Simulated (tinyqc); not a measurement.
Changing the natural width Gamma_0: Raman line shape of confined optical phonons and breathing modes of small crystals. Computed by tinyqc, a small Python program. Command: `OMP_NUM_THREADS=1 python tinyqc.py 3006685 3006686 out.jsonl confine sweep`. One thread of a shared host (Intel(R) Xeon(R) Processor @ 2.30GHz), about 0.03 s of CPU time with the checks.

Confinement in 1 direction(s) lets phonons with q away from zero scatter light. q is in units of 2 pi/a, from 0 to 1, and the branch is isotropic: omega(q)^2 = (omega_0^2 + omega_X^2)/2 + ((omega_0^2 - omega_X^2)/2) cos(pi q). The model and its constant beta are phenomenological; beta = 8 is the common choice.

Inputs (values chosen for the exercise, modelled on germanium): bulk frequency omega_0 = 300.5 1/cm; frequency at the zone boundary omega_X = 235 1/cm; lattice constant a = 5.658 angstrom; size L = 14 nm; confinement constant beta = 8; probe offset omega - omega_0 = -4.2 1/cm.

Shape: film.

Method:
- Weight W(q) = q^0 exp(-(2 L q/a)^2/(2 beta)) dq, that is exp(-k^2 L^2/(2 beta pi^2)) for k = 2 pi q/a.
- I(omega) = int W(q) / [(omega - omega(q))^2 + (Gamma_0/2)^2] dq / int W dq x (Gamma_0/2)^2, by 400 Gauss-Legendre points on 0 < q < min(1, 2.5 a sqrt(2 beta)/L).
- Bulk Lorentzian 1/(1 + (2 offset/Gamma)^2); mean shift = weighted mean of omega(q) less the bulk frequency.
- The peak is the maximum of I; the width is taken between the half-maximum points, and the asymmetry is the low-side half-width over the high-side one.

One run for each value:
```
natural width Gamma_0 (1/cm)  peak shift (1/cm)  asymmetry  full width (1/cm)  mean shift, from the weights (1/cm)
0.8                                    -0.15005     1.5756             1.1927                             -0.46771
1.2                                    -0.19496     1.4001             1.6210                             -0.46771
1.8                                    -0.24497     1.2622             2.2294                             -0.46771
2.7                                    -0.29679     1.1596             3.1131                             -0.46771
4.1                                    -0.34739     1.0867             4.4694                             -0.46771
6.2                                    -0.39003     1.0420             6.5055                             -0.46771
9.3                                    -0.42162     1.0181             9.5354                             -0.46771
14.0                                   -0.44284     1.0068            14.1700                             -0.46771
```

What does the table show, and why?

Over the rows, peak shift (1/cm) falls from -0.150 to -0.443 (exponent d ln y / d ln x 0.65 between the first rows and 0.12 between the last); asymmetry falls from 1.58 to 1.01 (exponent d ln y / d ln x -0.29 between the first rows and -0.027 between the last); full width (1/cm) rises from 1.19 to 14.2 (exponent d ln y / d ln x 0.76 between the first rows and 0.97 between the last). A broad natural line averages over the spread of omega(q): the peak moves towards the mean shift and the asymmetry fades.

Extremes, crossings and ranges named in words are read from the listed rows.
